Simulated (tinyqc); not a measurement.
# Changing the source length l

Model: straight dislocations in isotropic elasticity: fields, energies, partials, Peierls stress and walls. Computed by tinyqc, a small Python program. Command: `OMP_NUM_THREADS=1 python tinyqc.py 3030697 3030698 out.jsonl disloc sweep`. One thread of a shared host (Intel(R) Xeon(R) Processor @ 2.30GHz), about 0.01 s of CPU time with the checks.

The line runs along z, the glide plane is y = 0, and beta is the angle between b and the line (0 screw, 90 degrees edge): b_e = b sin(beta) along +x with the extra half plane at y > 0, b_s = b cos(beta). Stress is positive in tension.

Inputs (values chosen for the exercise, modelled on nickel): shear modulus G = 82.4 GPa; Poisson ratio nu = 0.311; Burgers vector b = 2.492 angstrom; dislocation density rho = 4.3e+13 1/m^2; core radius r0/b = 2.

Method. Frank-Read source, averaged over the loop: tau = G b/(2 pi l) [(1 - nu/2)/(1 - nu)] ln(l/r0). Taylor hardening: tau = 0.3 G b sqrt(rho).

One run for each value:
```
source length l (nm)  Frank-Read stress (MPa)  Taylor stress (MPa)
10                                 1.2013e+03               40.395
24                                 6.4665e+02               40.395
56                                 3.3774e+02               40.395
130                                1.7144e+02               40.395
320                                8.0923e+01               40.395
750                                3.9076e+01               40.395
1800                               1.8230e+01               40.395
4200                               8.6210e+00               40.395
10000                              3.9683e+00               40.395
```

What does the table show, and why?

Over the rows, Frank-Read stress (MPa) falls from 1200 to 3.97 (exponent d ln y / d ln x -0.71 between the first rows and -0.89 between the last); Taylor stress (MPa) does not change. The source stress falls as ln(l)/l; a source works only if it also overcomes the forest stress.

Caution (rows 320, 750, 1800, 4200, 10000): the source is longer than the mean dislocation spacing 1/sqrt(rho), so the forest would pin it into shorter segments and its stress is only formal.
